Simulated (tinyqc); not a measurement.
Coupling ratio and rate constant from the late transient.

Question. Long after the knee a floating-gate cell follows U = Vg - (tox/ag) B/ln(K t). Find K and ag.

Parameters, values chosen for the exercise:
- tox = 6.2 nm (tunnel oxide thickness)
- Vg = 10.4 V (control-gate voltage)

U at t = 0.003 and 0.3 s (V): 1.2439263  2.5505575
B = 24.104664 V/nm

Solution. 1/(Vg - U) is linear in ln t; the ratio of the two values gives ln(K t_a), and either value gives ag.

K = 3.45e14 1/s
ag = 0.590

Computed by the program tinyqc: `OMP_NUM_THREADS=1 python tinyqc.py 2130001 2130002 out.jsonl`, one thread of a shared Intel Xeon 2.30GHz, about 0.01 s for the whole run.
